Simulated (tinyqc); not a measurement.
Domain walls in a thin film with perpendicular anisotropy: Bloch, Neel and chiral walls, motion and stripe domains: one step, computed by the program tinyqc.

One-dimensional wall: polar angle theta(x), azimuth phi of the moment in the wall (phi = 0 Neel, 90 degrees Bloch). mu_0 = 1.25663706212e-6 T m/A, gamma = 1.76085963023e11 rad/(s T).

Problem. Stripe domains. Dipolar length l = sigma/(mu_0 M_s^2); for t much smaller than the period the domain width is w = 0.955 t exp(pi l/t) (Kaplan and Gehring), given as log10 of w in nm.

Inputs (values chosen for the exercise, for a model film): saturation magnetisation M_s = 1290 kA/m; thickness t = 1.5 nm.

wall energy sigma = 4.681519 mJ/m^2

Give: dipolar length l; log10 of the domain width in nm.

Solution.

dipolar length l = 2.239 nm

log10 of the domain width in nm = 2.192

Equilibrium domains are about 160 nm wide. Caution: the domains are not wide against the wall, so the thin-wall formula fails.
